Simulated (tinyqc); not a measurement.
## Planar ballistic transistor, top-of-the-barrier model: effect of the temperature

At the top of the source barrier, states moving towards the drain are filled by the source (Fermi level 0) and states moving back by the drain (Fermi level -q Vd); nothing scatters. U is the shift of the band edge there, set by the capacitances CG, CD and CS (the total) and by the charge. Parabolic two-dimensional band; the source is grounded.

N0 = gv m kB T/(pi hbar^2), CG = eps0 eox/tox, vT = sqrt(2 kB T/(pi m)), CS = CG/aG, n0 = n at U = 0 and Vd = 0. eta1 = -(E0 + U)/Vt, eta2 = eta1 - Vd/Vt, n = (N0/2)[F_0(eta1) + F_0(eta2)], F_0(x) = ln(1 + exp x). U = UL + q (n - n0)/CS with UL = -(aG Vg + aD Vd), energies in eV. I = q (N0/2) vT [F_(1/2)(eta1) - F_(1/2)(eta2)] per width, F_(1/2)(x) = (2/sqrt(pi)) int_0^infinity u^(1/2)/(1 + exp(u - x)) du. CQ = (q/Vt) dn/d(eta1). E0 is held fixed.

Values chosen for this exercise; mass and valleys close to those of germanium:

| symbol | value | unit | meaning |
|---|---|---|---|
| m | 0.115 | m0 | effective mass |
| gv | 4 |  | valley degeneracy |
| eox | 3.9 |  | relative permittivity of the gate insulator |
| tox | 1.3 | nm | insulator thickness |
| aG | 0.94 |  | gate control CG/CS |
| aD | 0.026 |  | drain control CD/CS |
| E0 | 0.21 | eV | band edge at the barrier top above the source Fermi level at zero bias |
| Vg | 0.4 | V | gate voltage |
| Vd | 0.4 | V | drain voltage |

Constants: q = 1.602176634e-19 C, kB = 1.380649e-23 J/K, hbar = 1.054571817e-34 J s, m0 = 9.1093837015e-31 kg, Vt = kB T/q, eps0 = 8.8541878128e-14 F/cm where lengths are in cm. Results are converted to the units shown.

Effect of the temperature:
```
T (K)	eta1	n (cm^-2)	I (uA/um)	mean velocity I/(q n) (cm/s)	CQ/CS
50	6.348	2.629e12	533.2	1.266e7	5.438
77	4.110	2.630e12	554.4	1.316e7	5.359
120	2.584	2.640e12	598.8	1.416e7	5.065
180	1.610	2.671e12	670.4	1.567e7	4.540
240	1.075	2.719e12	747.1	1.715e7	4.061
300	0.7252	2.782e12	827.2	1.856e7	3.670
360	0.4754	2.858e12	911.0	1.989e7	3.359
420	0.2885	2.948e12	999.7	2.117e7	3.114
```

Read the table: what changes, and by how much?

As T goes from 50 to 420 K, n rises from 2.63e12 to 2.95e12 cm^-2, the mean velocity rises from 1.27e7 to 2.12e7 cm/s and the current rises from 533 to 1000 uA/um. CQ/CS goes from 5.4 to 3.1.

Computed by the program tinyqc: `OMP_NUM_THREADS=1 python tinyqc.py 2400029 2400030 out.jsonl`, one thread of a shared Intel Xeon 2.30GHz, about 0.01 s for the whole run.
